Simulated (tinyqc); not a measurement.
# A chain with uneven site energies and dephasing by Buettiker voltage probes: resistance against length

Sites 1 to 6 form a chain with hopping -t. Lead L joins site 1 and lead R site 6, both semi-infinite chains with hopping -t and site energy 0. Every site carries a probe with self-energy -i Gamma_p/2 that draws no net current. Linear response at zero temperature: mu_L = 1, mu_R = 0 in units of the bias.

Sigma = t^2 g(E), g(x) = (x - i sqrt(4 t^2 - x^2))/(2 t^2) for |x| < 2 t and (x - sign(x) sqrt(x^2 - 4 t^2))/(2 t^2) otherwise; Gamma = -2 Im Sigma; G = (E - H - Sigma_L - Sigma_R + i Gamma_p/2)^(-1). With Gamma the broadening by one lead, T_RL = Gamma^2 |G_(last,1)|^2, T_pL = Gamma Gamma_p |G_(p,1)|^2, T_pR = Gamma Gamma_p |G_(p,last)|^2, T_pq = Gamma_p^2 |G_(p,q)|^2 for p != q. No current into probe p: W mu = T_pL with W_pp = T_pL + T_pR + sum_q T_pq and W_pq = -T_pq. Then T_eff = T_RL + sum_p T_pR mu_p, and the resistance is (h/2q^2)/T_eff. Without probes means Gamma_p = 0. The list U is repeated k times, each site with its probe.

Inputs (values chosen for the exercise):
- t = 1.4 eV (hopping (matrix element -t))
- U = [-0.66, 0.85, -0.19, 1.43, 0.21, -0.12] eV (site energies 1 to N)
- E = 1.49 eV (Fermi energy)
- gp = 0.77 eV (probe broadening Gamma_p)

Constants: q = 1.602176634e-19 C, h = 6.62607015e-34 J s. Results are converted to the units shown.

Resistance against length:
```
k   sites  T without probes    T_eff  resistance (kohm)
1       6            0.5329   0.3785              34.10
2      12            0.1946   0.2217              58.22
3      18           0.07615   0.1586              81.38
4      24           0.03163   0.1238              104.3
6      36          0.005866  0.08603              150.0
8      48          0.001119  0.06593              195.8
12     72          4.118e-5  0.04493              287.3
16     96          1.518e-6  0.03407              378.8
```

The resistance rises from 34.1 to 379 kohm, by 3.81 kohm a site between k = 8 and 12 and 3.81 between 12 and 16: Ohm's law, R = R0 + rho N with the extrapolated intercept R0 = 12.8 kohm (h/2q^2 = 12.91 kohm) and a back-scattering length (h/2q^2)/rho of 3.38 sites. Without probes T has fallen to 1.52e-6.

Computed by the program tinyqc: `OMP_NUM_THREADS=1 python tinyqc.py 2700025 2700026 out.jsonl`, one thread of a shared Intel Xeon 2.30GHz, about 0.01 s for the whole run.
